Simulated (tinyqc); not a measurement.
# Raman shift of the zone-centre optical phonon of a diamond-structure crystal under stress, step by step

A worked calculation. Computed by tinyqc, a small Python program that keeps every step. Command: `OMP_NUM_THREADS=1 python tinyqc.py 3006154 3006155 out.jsonl ramanstress walk`. One thread of a shared host (Intel(R) Xeon(R) Processor @ 2.30GHz), about 0.01 s of CPU time with the checks. Intermediate numbers are printed to about 5 digits and carried at full precision; extremes and crossings named in words are read from the listed rows.

Axes x, y, z are the cube axes. Strain shifts the threefold optical mode and can split it; p, q and r are the phonon deformation potentials.

Inputs (values chosen for the exercise, for a model crystal):
```
quantity                             value      unit
unstrained frequency omega_0           593      1/cm
p/omega_0^2                          -1.35         -
q/omega_0^2                          -1.86         -
r/omega_0^2                         -0.882         -
C11                                    348       GPa
C12                                    135       GPa
C44                                    128       GPa
stress sigma (tension positive)        2.6       GPa
polarisation angle phi                  20    degree
temperature coefficient d omega/dT  -0.023  1/(cm K)
local temperature T                    400         K
laser wavelength                       488        nm
```

Stress state: biaxial. Axis: [001].

Constants: h = 6.62607015e-34 J s; c = 299792458 m/s; k_B = 1.380649e-23 J/K.

## Compliances

S11 = (C11 + C12)/D, S12 = -C12/D, D = (C11 - C12)(C11 + 2 C12), S44 = 1/C44.

S11 = 3.6693 1/TPa

S12 = -1.0256 1/TPa

S44 = 7.8125 1/TPa

## Stress and strain tensors

Equal biaxial stress in the plane normal to the axis (unit vector n): sigma_ij = sigma (delta_ij - n_i n_j). eps_xx = S11 sigma_xx + S12 (sigma_yy + sigma_zz), and cyclic; eps_xy = S44 sigma_xy/2 (tensor strain).

stress (GPa):
```
     x    y    z
x  2.6  0.0  0.0
y  0.0  2.6  0.0
z  0.0  0.0  0.0
```

strain (per mille):
```
        x       y        z
x  6.8736  0.0000   0.0000
y  0.0000  6.8736   0.0000
z  0.0000  0.0000  -5.3330
```

volume strain = 8.4142 per mille

## Secular matrix and shifts

Secular matrix: M_xx = p eps_xx + q (eps_yy + eps_zz), M_xy = 2 r eps_xy; its eigenvalues are omega^2 - omega_0^2, and the shifts are these over 2 omega_0.

M/(2 omega_0) (1/cm):
```
         x        y        z
x  -3.6010   0.0000   0.0000
y   0.0000  -3.6010   0.0000
z   0.0000   0.0000  -5.4468
```

shifts, in rising order (1/cm): -5.4468  -3.6010  -3.6010

The triplet splits into a singlet and a doublet. Tension softens every mode.

## Mean shift and Grueneisen parameter

gamma = -(p + 2q)/(6 omega_0^2); the mean of the three shifts is -gamma omega_0 x (volume strain).

mode Grueneisen parameter gamma = 0.845

mean shift = -4.2162 1/cm

## The line seen from a (001) surface

Backscattering from a (001) surface: incident polarisation (cos phi, sin phi, 0). With Raman tensors (R_z)_xy = (R_z)_yx = 1 and cyclic, only the z component u_z of a mode counts: I = u_z^2 sin^2(2 phi) for parallel and u_z^2 cos^2(2 phi) for crossed polarisers. An unresolved line sits at the intensity-weighted shift, which is M_zz/(2 omega_0).

total intensity, parallel = 0.41318

total intensity, crossed = 0.58682

shift of the observed line = -5.4468 1/cm

shift per stress = -2.0949 1/(cm GPa)

stress per shift = -477.35 MPa cm

The z-polarised mode is an eigenmode here, so one line is seen.

## The same stress in different states

Uniaxial: sigma n n^T; biaxial: sigma (1 - n n^T); hydrostatic: sigma 1. The line seen from (001) is taken as unresolved, at the intensity-weighted shift M_zz/(2 omega_0).

Shifts (1/cm):
```
state                   lowest   middle  highest  line seen from (001)
uniaxial [100]         -2.7234  -2.7234  -0.8776               -2.7234
uniaxial [110]         -4.4565  -2.7234   0.8555               -2.7234
uniaxial [001]         -2.7234  -2.7234  -0.8776               -0.8776
uniaxial [111]         -5.6494  -0.3375  -0.3375               -2.1081
biaxial, normal [001]  -5.4468  -3.6010  -3.6010               -5.4468
biaxial, normal [111]  -5.9869  -5.9869  -0.6749               -4.2162
hydrostatic            -6.3244  -6.3244  -6.3244               -6.3244
```

Seen from (001), uniaxial stress along [100] and along [110] give the same shift (-2.723), and equal biaxial stress in the plane gives twice as much (-5.447), since only sigma_xx + sigma_yy and sigma_zz enter M_zz. Stress along [001] gives -0.878. One measured shift therefore fixes the stress only once its state is assumed: read as uniaxial in the plane, a shift implies twice the stress that it does read as biaxial. In the two [111] rows the modes seen are split by 5.3 per cm, more than a line width, so two lines appear there in place of one.

## Heating mistaken for stress

A temperature above 300 K shifts the line by (d omega/dT)(T - 300 K); divided by the shift per stress it poses as a stress; the total shift adds it to the shift of the observed line. The anti-Stokes to Stokes ratio is [(omega_L + omega_0)/(omega_L - omega_0)]^3 exp(-h c omega_0/(k_B T)) in photon counts, omega_L = 1/wavelength, resonance effects left out.

thermal shift = -2.3 1/cm

apparent stress from heating = 1.0979 GPa

total shift = -7.7468 1/cm

anti-Stokes/Stokes ratio = 0.14096

Heating poses as tension, 42 % of the true stress in size; the intensity ratio gives T apart from the shift.

Checks made by the program: mean of the eigenvalues against the trace rule (relative difference below 1e-10); weighted mean of the modes against M_zz (relative difference below 1e-10).
